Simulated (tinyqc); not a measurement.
Two-step dopant diffusion (predeposition and drive-in) with a constant diffusivity: one step, computed by the program tinyqc.

Fick diffusion into a half space x > 0 whose background doping C_B is of the opposite type, so that a junction lies where C = C_B.

Task: Predeposition. C = C_s erfc(x/(2 sqrt(D1 t1))); dose Q = 2 C_s sqrt(D1 t1/pi); the junction solves erfc(z) = C_B/C_s with x_j = 2 z sqrt(D1 t1).

Inputs (values chosen for the exercise, modelled on gallium in silicon):

| quantity | value | unit |
|---|---|---|
| surface concentration C_s | 2.7e+18 | 1/cm^3 |
| background doping C_B | 2.1e+14 | 1/cm^3 |
| predeposition temperature T1 | 1025 | C |
| drive-in temperature T2 | 1175 | C |

product D1 t1 = 2.494189e-11 cm^2

Give: dose Q; z; junction depth after predeposition.

Result:

dose Q = 1.5215e+13 1/cm^2

z = 2.7939

junction depth after predeposition = 0.27906 um
